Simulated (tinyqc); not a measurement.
Crystallisation kinetics and data retention of a phase-change cell: one step of the calculation.

Johnson-Mehl-Avrami-Kolmogorov law X = 1 - exp(-y^n), y = integral of k dt, k = (1/100 s) exp[-(Ec q/kB)(1/T - 1/T1)].

Question. A heating ramp. T rises at the rate b. Start with y = k (kB Ta^2/(q Ec))/b, the integral from cold to Ta to leading order; over each step k is taken as exponential in T, so y gains (dT/b)(k2 - k1)/ln(k2/k1). dX/dt = n y^(n - 1) k exp(-y^n), listed as 0 once y^n exceeds 23.

Parameters, values chosen for the exercise; values of the order of Ge-Sb-Te and related chalcogenides: activation energy of crystallisation Ec = 2.24 eV; temperature at which the rate k is 1/(100 s) T1 = 427 K; Avrami exponent n = 2; heating rate b = 5 K/min; start of the ramp table Ta = 392 K; step of the table dT = 4 K; steps m = 10.

Constants: q = 1.602176634e-19 C, kB = 1.380649e-23 J/K. Results are converted to the units shown.

Wanted: T; k; y; X; dX/dt.

Answer.

| point | T (K) | k (1/s) | y | X | dX/dt (1/s) |
|---|---|---|---|---|---|
| 0 | 392 | 4.3596e-5 | 0.0030926 | 9.5642e-6 | 2.6965e-7 |
| 1 | 396 | 8.5181e-5 | 0.0060727 | 3.6877e-5 | 1.0345e-6 |
| 2 | 400 | 1.6422e-4 | 0.011852 | 1.4047e-4 | 3.8922e-6 |
| 3 | 404 | 3.1250e-4 | 0.022915 | 5.2494e-4 | 1.4314e-5 |
| 4 | 408 | 5.8723e-4 | 0.043820 | 0.0019183 | 5.1366e-5 |
| 5 | 412 | 0.0010900 | 0.082838 | 0.0068387 | 1.7936e-4 |
| 6 | 416 | 0.0019995 | 0.15479 | 0.023676 | 6.0435e-4 |
| 7 | 420 | 0.0036255 | 0.28594 | 0.078510 | 0.0019106 |
| 8 | 424 | 0.0065004 | 0.52229 | 0.23874 | 0.0051690 |
| 9 | 428 | 0.011528 | 0.94352 | 0.58944 | 0.0089316 |
| 10 | 432 | 0.020230 | 1.6863 | 0.94178 | 0.0039724 |

Range of the model: One Arrhenius rate is assumed; incubation, growth from the boundary and the non-Arrhenius kinetics of the supercooled liquid are left out.

Computed by the program tinyqc: `OMP_NUM_THREADS=1 python tinyqc.py 2490063 2490064 out.jsonl`, one thread of a shared Intel Xeon 2.30GHz, about 0.02 s for the whole run.
